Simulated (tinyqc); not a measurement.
# MOSFET with velocity saturation and source resistance: effects of single changes

Strong inversion, charge Q = Cox (Vg - m V) at channel potential V with Vg the gate overdrive, and drift velocity v = mu E/(1 + mu E/vsat). Integrating along the channel gives I = mu Cox (1/L)(Vg Vd - m Vd^2/2)/(1 + Vd/Vc) per width, Vc = vsat L/mu, which peaks at Vdsat. Units: I in uA/um, Rs in ohm um, so the drop over Rs is 1e-6 I Rs volts.

Parameters, values chosen for the exercise:

| symbol | value | unit | meaning |
|---|---|---|---|
| Cox | 2.38 | uF/cm^2 | gate capacitance |
| mu0 | 100 | cm^2/(V s) | mobility at low gate voltage |
| th | 0.6 | 1/V | mobility degradation |
| vsat | 8.6e6 | cm/s | saturation velocity |
| m | 1.29 |  | body factor |
| VT | 0.6 | V | threshold |
| L | 0.1 | um | channel length |
| Rs | 200 | ohm um | source resistance |
| Vgs | 1.5 | V | gate voltage |

Each table varies one quantity; the others keep the values above.

## Effect of the mobility at low gate voltage

Vg = Vgs - I Rs - VT (0 if negative), mu = mu0/(1 + th Vg), Vc = vsat L/mu, x = sqrt(1 + 2 Vg/(m Vc)), Vdsat = 2 Vg/(m (1 + x)), Isat = Cox vsat Vg (x - 1)/(x + 1) per width. I = Isat is solved self-consistently; gm = dI/dVgs; Vdsat is the intrinsic value. The velocity at the source is I/(Cox Vg).

Effect of the mobility at low gate voltage:
```
mu0 (cm^2/(V s))   Vc (V)  Vdsat (V)  Isat (uA/um)  gm (uS/um)  velocity at the source/vsat
50                  2.611     0.6004         182.3       304.4                       0.1031
81                  1.602     0.5598         258.2       416.1                       0.1487
130                0.9911     0.5116         348.6       539.5                       0.2051
210                0.6085     0.4564         452.0       669.5                       0.2728
350                0.3617     0.3945         568.0       803.3                       0.3529
570                0.2201     0.3361         677.5       919.4                       0.4329
920                0.1352     0.2823         778.1        1019                       0.5107
1500              0.08230     0.2330         870.6        1104                       0.5860
```

As mu0 goes from 50 to 1500 cm^2/(V s), Isat rises from 182 to 871 uA/um, Vdsat falls from 0.600 to 0.233 V and gm rises from 304 to 1100 uS/um; the velocity at the source goes from 0.10 to 0.59 of vsat. Isat goes as mu0^(0.72) between the first two rows and as mu0^(0.23) between the last two.

## Effect of the source resistance

Same model as above.

Result of one run:
```
Rs (ohm um)  Vc (V)  Vdsat (V)  Isat (uA/um)  gm (uS/um)  velocity at the source/vsat
50            1.316     0.5643         319.4       513.1                       0.1765
```

What becomes of these results when the source resistance Rs is changed from 50 to 200 ohm um, all else the same?

Result of the changed run:
```
Rs (ohm um)  Vc (V)  Vdsat (V)  Isat (uA/um)  gm (uS/um)  velocity at the source/vsat
200           1.294     0.5393         296.8       469.9                       0.1725
```

The whole series:
```
Rs (ohm um)  Vc (V)  Vdsat (V)  Isat (uA/um)  gm (uS/um)  velocity at the source/vsat
0             1.324     0.5735         327.9       529.4                       0.1780
50            1.316     0.5643         319.4       513.1                       0.1765
100           1.308     0.5556         311.5       497.8                       0.1751
200           1.294     0.5393         296.8       469.9                       0.1725
300           1.281     0.5244         283.5       445.0                       0.1700
500           1.257     0.4981         260.5       402.7                       0.1653
800           1.228     0.4653         232.7       352.7                       0.1592
```

As Rs goes from 0 to 800 ohm um, Isat falls from 328 to 233 uA/um, Vdsat falls from 0.574 to 0.465 V and gm falls from 529 to 353 uS/um; the velocity at the source goes from 0.18 to 0.16 of vsat.

## Effect of the gate voltage

Same model as above.

Effect of the gate voltage:
```
Vgs (V)  Vc (V)  Vdsat (V)  Isat (uA/um)  gm (uS/um)  velocity at the source/vsat
0.75     0.9357     0.1076         16.32       195.0                      0.05435
1.01      1.062     0.2696         90.34       352.6                       0.1126
1.28      1.191     0.4218         197.3       431.6                       0.1505
1.54      1.312     0.5602         315.7       475.4                       0.1759
1.81      1.438     0.6987         448.2       504.5                       0.1955
2.07      1.558     0.8289         582.0       523.6                       0.2101
2.34      1.683     0.9616         725.4       537.9                       0.2222
2.6       1.803      1.088         866.6       548.1                       0.2318
```

Read the table: what changes, and by how much?

As Vgs goes from 0.75 to 2.6 V, Isat rises from 16.3 to 867 uA/um, Vdsat rises from 0.108 to 1.09 V and gm rises from 195 to 548 uS/um; the velocity at the source goes from 0.054 to 0.23 of vsat. Against the overdrive Vgs - VT the current goes with exponent 1.70 at the start and 1.28 at the end (2 for the square law). With vsat made a thousand times larger the last exponent would be 1.41, which is what th and Rs alone leave. For Vgs = 2.07 to 2.6 V the channel charge passes 3 uC/cm^2, near what a silicon dioxide gate withstands.

Program tinyqc, `OMP_NUM_THREADS=1 python tinyqc.py 2500149 2500150 out.jsonl`; Intel Xeon 2.30GHz, shared host, one thread, about 0.01 s.
